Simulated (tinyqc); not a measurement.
Spin coating of a resist or spin-on film: centrifugal thinning, evaporation and the final thickness (Emslie and Meyerhofer models): one step, computed by the program tinyqc. Command: `OMP_NUM_THREADS=1 python tinyqc.py 3112732 3112733 out.jsonl spincoat walk`. One thread of a shared host (Intel(R) Xeon(R) Processor @ 2.30GHz), about 0.1 s of CPU time with the checks.

A Newtonian film stays uniform over the wafer; solvent and solids have the same density and the concentration is uniform through the thickness.

Question. Thinning without evaporation. dh/dt = -K h^3 gives h = h0/sqrt(1 + 2 K h0^2 t); for long times h = 1/sqrt(2 K t).

Inputs (values chosen for the exercise, of the order of those of a polymer resist in an ester solvent): starting thickness h0 = 500 micrometre; time t = 0.71 s.

flow constant K = 0.07712609 1/(micrometre^2 s)

Give: h(t) without evaporation; long-time form; time 1/(2 K h0^2).

Answer.

h(t) without evaporation = 3.022 micrometre

long-time form = 3.022 micrometre

time 1/(2 K h0^2) = 2.593e-05 s

The long-time form is within 0.0018 %: the starting thickness is forgotten. Caution: above a Reynolds number of about 3e5 the air flow near the rim turns turbulent, and evaporation is no longer uniform.
